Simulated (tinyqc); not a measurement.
Raman shift of the zone-centre optical phonon of a diamond-structure crystal under stress: one step, computed by the program tinyqc. Command: `OMP_NUM_THREADS=1 python tinyqc.py 3022482 3022483 out.jsonl ramanstress walk`. One thread of a shared host (Intel(R) Xeon(R) Processor @ 2.30GHz), about 0.01 s of CPU time with the checks.

Axes x, y, z are the cube axes. Strain shifts the threefold optical mode and can split it; p, q and r are the phonon deformation potentials.

Question. Secular matrix and shifts. Secular matrix: M_xx = p eps_xx + q (eps_yy + eps_zz), M_xy = 2 r eps_xy; its eigenvalues are omega^2 - omega_0^2, and the shifts are these over 2 omega_0.

Inputs (values chosen for the exercise, modelled on diamond):
```
quantity                      value  unit
unstrained frequency omega_0   1330  1/cm
p/omega_0^2                   -2.67     -
q/omega_0^2                   -1.82     -
r/omega_0^2                   -1.98     -
```

Stress state: uniaxial. Axis: [110].

strain (per mille):
```
           x          y           z
x  0.1945315  0.1973233   0.0000000
y  0.1973233  0.1945315   0.0000000
z  0.0000000  0.0000000  -0.0441320
```

Give: M/(2 omega_0); shifts, in rising order.

Answer.

M/(2 omega_0) (1/cm):
```
         x        y        z
x  -0.5274  -0.5196   0.0000
y  -0.5196  -0.5274   0.0000
z   0.0000   0.0000  -0.3925
```

shifts, in rising order (1/cm): -1.047  -0.393  -0.008
